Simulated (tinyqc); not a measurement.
Worked calculation: Hueckel theory of the pi electrons, for the molecule [CH2]C([CH2])=CC(=O)C=C (SMILES; centres numbered as the heavy atoms are written). One step of it, computed by the program tinyqc.

Task: Orbitals. Diagonalise; E = alpha + x beta with beta < 0, so the largest x are filled first; degenerate levels share their electrons. P = sum n_i c_ri c_si; each orbital has its largest coefficient positive (the first on a tie).

Hueckel matrix in units of beta (H = alpha + beta A):
```
          1C        2C        3C        4C        5C        6O        7C        8C
1C  0.000000  1.000000  0.000000  0.000000  0.000000  0.000000  0.000000  0.000000
2C  1.000000  0.000000  1.000000  1.000000  0.000000  0.000000  0.000000  0.000000
3C  0.000000  1.000000  0.000000  0.000000  0.000000  0.000000  0.000000  0.000000
4C  0.000000  1.000000  0.000000  0.000000  1.000000  0.000000  0.000000  0.000000
5C  0.000000  0.000000  0.000000  1.000000  0.000000  1.000000  1.000000  0.000000
6O  0.000000  0.000000  0.000000  0.000000  1.000000  1.000000  0.000000  0.000000
7C  0.000000  0.000000  0.000000  0.000000  1.000000  0.000000  0.000000  1.000000
8C  0.000000  0.000000  0.000000  0.000000  0.000000  0.000000  1.000000  0.000000
```

pi electrons, sum of z_r less the charge = 8

Give: x values; occupations; coefficients; charge and bond-order matrix P.

Result:

x values: 2.1701  1.6180  1.0000  0.3111  0.0000  -0.6180  -1.4812  -2.0000

occupations: 2.0000  2.0000  2.0000  2.0000  0.0000  0.0000  0.0000  0.0000

coefficients:
```
       MO1      MO2      MO3      MO4      MO5      MO6      MO7      MO8
1C  0.1515   0.3804   0.0000  -0.3270   0.7071  -0.2351  -0.3318  -0.2449
2C  0.3288   0.6155   0.0000  -0.1017   0.0000   0.1453   0.4915   0.4899
3C  0.1515   0.3804   0.0000  -0.3270  -0.7071  -0.2351  -0.3318  -0.2449
4C  0.4105   0.2351   0.0000   0.6224   0.0000   0.3804  -0.0644  -0.4899
5C  0.5620  -0.2351   0.0000   0.2954   0.0000  -0.3804  -0.3962   0.4899
6O  0.4803  -0.3804   0.5774  -0.4288   0.0000   0.2351   0.1597  -0.1633
7C  0.3288  -0.2351  -0.5774  -0.1017   0.0000  -0.3804   0.4915  -0.3266
8C  0.1515  -0.1453  -0.5774  -0.3270   0.0000   0.6155  -0.3318   0.1633
```

charge and bond-order matrix P:
```
         1C       2C       3C       4C       5C       6O       7C       8C
1C   0.5492   0.6345   0.5492  -0.1038  -0.2018   0.1365  -0.0127   0.1492
2C   0.6345   0.9947   0.6345   0.4327   0.0200  -0.0653  -0.0526  -0.0127
3C   0.5492   0.6345   0.5492  -0.1038  -0.2018   0.1365  -0.0127   0.1492
4C  -0.1038   0.4327  -0.1038   1.2223   0.7185  -0.3183   0.0327  -0.3510
5C  -0.2018   0.0200  -0.2018   0.7185   0.9167   0.4654   0.4200   0.0454
6O   0.1365  -0.0653   0.1365  -0.3183   0.4654   1.7851  -0.0847  -0.1301
7C  -0.0127  -0.0526  -0.0127   0.0327   0.4200  -0.0847   1.0141   0.9012
8C   0.1492  -0.0127   0.1492  -0.3510   0.0454  -0.1301   0.9012   0.9687
```
